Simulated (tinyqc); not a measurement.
## Ideality from Voc and Vmp

Problem. An ideal cell J = Jsc - J0 (exp(V/(n Vt)) - 1) has exp((Voc - Vmp)/(n Vt)) = 1 + Vmp/(n Vt) at maximum power. Find n, J0 and FF.

Parameters, values chosen for the exercise: temperature T = 323 K.

Constants: q = 1.602176634e-19 C, kB = 1.380649e-23 J/K, Vt = kB T/q. Results are converted to the units shown.

Jsc = 3.8 mA/cm^2
Voc = 0.38176958 V
Vmp = 0.28764818 V

Solution. With a = n Vt, a ln(1 + Vmp/a) rises steadily with a, so Voc - Vmp fixes it; J0 follows from Voc.

n = 1.75
J0 = 1.50e-6 A/cm^2
FF = 0.645

tinyqc, about 0.01 s, one thread, Intel Xeon 2.30GHz (shared host): `OMP_NUM_THREADS=1 python tinyqc.py 2280044 2280045 out.jsonl`
